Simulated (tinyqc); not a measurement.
Inside a calculation. Model: semiconductor laser, carrier and photon rate equations.

Numbers from tinyqc (`OMP_NUM_THREADS=1 python tinyqc.py 2840001 2840002 out.jsonl`; about 0.01 s on one thread of a shared Intel Xeon 2.30GHz). Printed values are rounded.

Carrier density N and photon density S in one mode: dN/dt = F1 = eta I/(q V) - (A N + B N^2 + C N^3) - vg g S; dS/dt = F2 = G vg g S + G be B N^2 - S/tp, with g = g0 ln(N/Ntr)/(1 + ec S). Output power P = Fo Eph S V/(G tp). No heating, no carrier transport.

Values chosen for this exercise: active volume V = 3.2e-12 cm^3; confinement factor G = 0.071; group velocity vg = 7.49e9 cm/s; gain coefficient g0 = 1300 1/cm; transparency density Ntr = 2.2e18 cm^-3; gain compression ec = 1.6e-17 cm^3; photon lifetime tp = 2.2 ps; defect recombination coefficient A = 1.4e8 1/s; radiative coefficient B = 8.8e-11 cm^3/s; Auger coefficient C = 8.1e-30 cm^6/s; share of spontaneous emission into the mode be = 0.00021; injection efficiency eta = 0.93; share of cavity losses that is output Fo = 0.61; photon energy Eph = 1.46 eV; drive current I = 2.8 mA; time step dt = 7 ps.

Constants: q = 1.602176634e-19 C. Results are converted to the units shown.

## Threshold

gth = 1/(G vg tp), Nth = Ntr exp(gth/g0), Ith = q V (A Nth + B Nth^2 + C Nth^3)/eta. Above it S is near G tp eta (I - Ith)/(q V). Carrier lifetime at threshold Nth/(A Nth + B Nth^2 + C Nth^3).

gth = 854.746 1/cm
Nth = 4.24590e18 cm^-3
Ith = 1.54408 mA
estimate of S = 3.55849e14 cm^-3
carrier lifetime = 1.51592 ns

## Iteration 1: steady state by Newton steps

(N, S) at the start (Nth and the estimate of S): N (1e18 cm^-3) 4.246, S (1e15 cm^-3) 0.356

Jacobian, with a = g0/(N (1 + ec S)) and d = g/(1 + ec S): J11 = -(A + 2 B N + 3 C N^2) - vg a S, J12 = -vg d, J21 = G vg a S + 2 G be B N, J22 = G vg d - 1/tp. Solve J d = -F and add d to (N, S).

F1, F2 (1e27 cm^-3/s): 0.0117310  -8.87221e-4

J (1/ns):
```
	N	S
F1	-2.13715	-6329.96
F2	0.0576462	-5.11858
```

(N, S) after iteration 1: N (1e18 cm^-3) 4.26110, S (1e15 cm^-3) 0.352754

## Iteration 2: steady state by Newton steps

As before.

F1, F2 (1e27 cm^-3/s): 9.01304e-5  -9.49693e-6

J (1/ns):
```
	N	S
F1	-2.13272	-6364.79
F2	0.0569213	-2.64501
```

(N, S) after iteration 2: N (1e18 cm^-3) 4.26127, S (1e15 cm^-3) 0.352713

## Course of the iteration: steady state by Newton steps

Stop when the largest change of (N, S) is below 1e-9, or after 40 iterations. N is counted in 1e18 and S in 1e15 cm^-3, and S must be positive.

Course of the iteration:
```
iteration	S (1e15 cm^-3)	largest |change| of one entry
1	0.352754	0.0151
2	0.352713	1.65e-4
3	0.352713	2.23e-8
4	0.352713	< 1e-14
```

Converged in 4 iterations. The change falls from 0.015 in the first iteration to below the tolerance in the last.

## Power, relaxation frequency, damping and bandwidth

N = 4.26127e18 cm^-3
S = 3.52713e14 cm^-3

Jacobian, with a = g0/(N (1 + ec S)) and d = g/(1 + ec S): J11 = -(A + 2 B N + 3 C N^2) - vg a S, J12 = -vg d, J21 = G vg a S + 2 G be B N, J22 = G vg d - 1/tp. wR^2 = det J, gamma = -trace J, fR = wR/(2 pi); the response wR^2/(wR^2 - w^2 + i gamma w) falls to 1/sqrt(2) at w^2 = x + sqrt(x^2 + wR^4), x = wR^2 - gamma^2/2 (f3dB = w/(2 pi)).

P = 1.03106 mW
fR = 3.05246 GHz
gamma = 4.75062 1/ns
f3dB = 4.69128 GHz

f3dB is 1.54 times fR (1.55 without damping). gamma/wR = 0.25: the response has a resonance peak.

## One Runge-Kutta step of a transient

(N, S) at the start: N (1e18 cm^-3) 4.346, S (1e15 cm^-3) 0.176

y = (N, S), k1 = F(y), k2 = F(y + dt k1/2), k3 = F(y + dt k2/2), k4 = F(y + dt k3), y(new) = y + dt (k1 + 2 k2 + 2 k3 + k4)/6.

slopes per ps, N in 1e18 and S in 1e15 cm^-3:
```
	dN/dt	dS/dt
k1	9.80156e-4	0.00262735
k2	9.13449e-4	0.00285134
k3	9.08693e-4	0.00285533
k4	8.36981e-4	0.00309120
```

(N, S) after the step: N (1e18 cm^-3) 4.35237, S (1e15 cm^-3) 0.195987
